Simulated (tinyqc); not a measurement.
Fitting sp3s* parameters to three gaps by Newton steps: one step. The first Newton step. Two cases, with inputs chosen for the exercise.

Problem. Solve J dp = target less gap; the columns of J are Esa, Vxapc and Vscpa.

Give: dp.

Case 1.

J:
```
            Esa      Vxapc     Vscpa
Gamma  0.300588   0.000000  0.000000
X      0.108002  -0.849187  0.000000
L      0.148784  -0.229155  0.326713
```

target less gap (eV): Gamma -0.069519, X 0.100175, L 0.029059

Solution.

dp (eV): Esa -0.231, Vxapc -0.147, Vscpa 0.091

Case 2.

J:
```
            Esa      Vxapc     Vscpa
Gamma  0.300927   0.000000  0.000000
X      0.107912  -0.852336  0.000000
L      0.149608  -0.231800  0.326852
```

target less gap (eV): Gamma 0.078299, X -0.180028, L -0.095160

Solution.

dp (eV): Esa 0.260, Vxapc 0.244, Vscpa -0.237

Computed by tinyqc, one run a case: `OMP_NUM_THREADS=1 python tinyqc.py N N+1 out.jsonl` with N = 1451709, 1452209; one thread of a shared Intel(R) Xeon(R) Processor @ 2.30GHz, about 0.2 s a run at most.
